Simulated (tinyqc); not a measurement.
Inside a calculation. Model: out-diffusion of a doped substrate or buried layer into a growing epitaxial film. Computed by tinyqc, a small Python program that keeps every step. Command: `OMP_NUM_THREADS=1 python tinyqc.py 3024817 3024818 out.jsonl buried walk`. One thread of a shared host (Intel(R) Xeon(R) Processor @ 2.30GHz), about 0.01 s of CPU time with the checks. Intermediate numbers are printed to about 6 digits and carried at full precision; extremes and crossings named in words are read from the listed rows.

x is counted from the original substrate surface into the film, whose surface moves as x = v t. Substrate dopant has one diffusivity; the dopant of the film is taken as uniform.

Inputs (values chosen for the exercise, modelled on antimony in silicon): prefactor D0 = 4.75 cm^2/s; activation energy E = 3.85 eV; substrate concentration C_s = 1.5e+18 1/cm^3; film doping C_e = 5.3e+14 1/cm^3; growth rate v = 0.4 um/min; film thickness d = 8 um; growth temperature T = 1125 C; autodoping level at the start, as a share of C_s = 0.0001; decay length of autodoping = 0.18 um; later thermal budget (Dt)2 = 1.9e-12 cm^2.

Film doping: opposite type.

Constants: k_B = 8.617333262e-05 eV/K.

## Scales

D = D0 exp(-E/(k_B T)); growth time t = d/v; l = 2 sqrt(D t); growth number G = v t/l = d/l; 1 um = 1e-4 cm. Temperatures in kelvin are T(C) + 273.15.

diffusivity D = 6.29456e-14 cm^2/s

growth time t = 20 min

length l = 0.173821 um

growth number G = 46.0243

The surface outruns diffusion, so the film acts as an infinite medium.

## Moving boundary against the simple erfc

For a surface that grows from dopant-free material and loses none by evaporation, with u = x/l and s = G - u: C/C_s = (1/2) [erfc(u) + (1 + 4 G (G + s)) exp(4 G s) erfc(G + s) - (4G/sqrt(pi)) exp(-u^2)]; for large G it tends to (1/2) erfc(u). Early in the growth G = sqrt(v x_s/(4 D)) for the thickness x_s reached so far; rows give C at the interface (u = 0) and at the surface (u = G).

The first stage of growth:
```
G     C/C_s at the interface  C at the surface (1/cm^3)  simple erfc there (1/cm^3)    ratio  thickness x_s (nm)
0.10                0.824033                1.19036e+18                 6.65653e+17  1.78826         3.77673e-02
0.25                0.679673                8.23694e+17                 5.42755e+17  1.51762         2.36046e-01
0.50                0.577186                4.19788e+17                 3.59625e+17  1.16729         9.44184e-01
0.75                0.538076                1.97394e+17                 2.16633e+17  0.91119         2.12441e+00
1.00                0.520901                8.51852e+16                 1.17974e+17  0.72206         3.77673e+00
1.50                0.507942                1.20394e+16                 2.54211e+16  0.47360         8.49765e+00
2.00                0.503733                1.14847e+15                 3.50830e+15  0.32736         1.51069e+01
2.50                0.502020                7.22125e+13                 3.05214e+14  0.23660         2.36046e+01
3.00                0.501207                2.94043e+12                 1.65679e+13  0.17748         3.39906e+01
```

At the interface the value falls from 0.824 towards 1/2 as G grows; among these rows it is within 1 % of 1/2 from G = 2 on. At the surface the ratio to the simple erfc goes from 1.788 to 0.177: a fixed wall would double the value, while fresh undoped material dilutes a fast-moving surface. The surface value drops below C_e = 5.3e14 by the row at 23.6 nm; the finished film has G = 46.0. Caution: rows with a thickness or a length l = x_s/G below about 1 nm are formal for a continuum model.

## Transition width

After growth and the later budget: l2 = 2 sqrt(D t + (Dt)2); C(x) = (C_s/2) erfc(x/l2) + share x C_s exp(-x/decay length) for x > 0 (autodoping taken as unchanged by the later budget). The transition x_t solves C(x) = C_e, the metallurgical junction. Usable film = d - x_t. Also give x_t for the erfc term alone, after growth and after the later budget.

length l2 = 0.175994 um

x_t after growth, erfc alone = 0.416295 um

x_t after the later budget, erfc alone = 0.421498 um

x_t with autodoping = 0.422434 um

usable film = 7.57757 um

Solid-state diffusion sets the transition. The later budget is 0.025 times that of the growth.

## Profile in the film

Positions are 0.05, 0.2, 0.4, 0.6, 0.8, 1, 1.25 and 1.5 of x_t with autodoping (any beyond the film thickness are formal); net doping = |C - C_e|.

Concentrations (1/cm^3):
```
x/x_t    x (um)    diffusion   autodoping   net doping
0.05   0.021122  6.48920e+17  1.33392e+14  6.48523e+17
0.20   0.084487  3.72901e+17  9.38093e+13  3.72464e+17
0.40   0.168974  1.30895e+17  5.86679e+13  1.30424e+17
0.60   0.253460  3.12599e+16  3.66906e+13  3.07666e+16
0.80   0.337947  4.96165e+15  2.29462e+13  4.45459e+15
1.00   0.422434  5.15650e+14  1.43504e+13            0
1.25   0.528043  1.65319e+13  7.98101e+12  5.05487e+14
1.50   0.633651  2.66074e+11  4.43865e+12  5.25295e+14
```

Checks made by the program: conservation of dopant by the moving-boundary solution (relative difference below 1e-10).
